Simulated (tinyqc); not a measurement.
Arrhenius plot: admittance spectroscopy and thermally stimulated current of one trap level in a depletion layer. Computed by tinyqc, a small Python program. Command: `OMP_NUM_THREADS=1 python tinyqc.py 3112394 3112395 out.jsonl admit walk`. One thread of a shared host (Intel(R) Xeon(R) Processor @ 2.30GHz), about 0.01 s of CPU time with the checks.

A Schottky junction on n-type material holds one donor-like electron trap; shallow donors are fully ionised and abrupt depletion edges are assumed.

Inputs (values chosen for the exercise, modelled on n-type GaAs):

| quantity | value | unit |
|---|---|---|
| density-of-states mass m | 0.066 | m_0 |
| shallow doping N | 1.2e+15 | 1/cm^3 |
| trap depth E_t below the band | 0.265 | eV |
| capture cross section sigma | 4.2e-17 | cm^2 |
| test frequency f | 100 | Hz |

Constants: k_B = 1.380649e-23 J/K; m_0 = 9.1093837015e-31 kg; h = 6.62607015e-34 J s; k_B = 8.617333262e-05 eV/K.

Method:
- N_c = 2 (2 pi m k_B T/h^2)^(3/2), v_th = sqrt(3 k_B T/m), emission rate e_n = sigma v_th N_c exp(-E_t/(k_B T)).
- Where the level crosses the Fermi level capture equals emission, so the trap follows the signal with the rate 2 e_n; G/omega peaks at omega = 2 e_n (the correction for large N_t/N is left out).
- Solve 2 e_n(T_p) = 2 pi f.
- T_p for 0.1, 0.3, 1, 3 and 10 f; least-squares lines of ln(e_n/T^2) and of ln(e_n) against 1/(k_B T), e_n = pi f; sigma = exp(intercept)/(v_th N_c/T^2).

peak temperature T_p = 217.721 K

Peaks:

| f (Hz) | T_p (K) | 1/(k_B T) (1/eV) | ln(e_n/T^2) | ln(e_n) |
|---|---|---|---|---|
| 10 | 190.32 | 60.974 | -7.0501 | 3.4473 |
| 30 | 202.53 | 57.297 | -6.0759 | 4.5459 |
| 100 | 217.72 | 53.300 | -5.0165 | 5.7499 |
| 300 | 233.56 | 49.684 | -4.0584 | 6.8485 |
| 1000 | 253.59 | 45.762 | -3.0189 | 8.0525 |

depth from e_n/T^2 = 0.265 eV

cross section from the intercept = 4.20e-17 cm^2

depth without the T^2 = 0.30268 eV

Leaving out T^2 adds 38 meV, near 2 k_B T_p = 38 meV.

Extremes, crossings and ranges named in words are read from the listed rows.
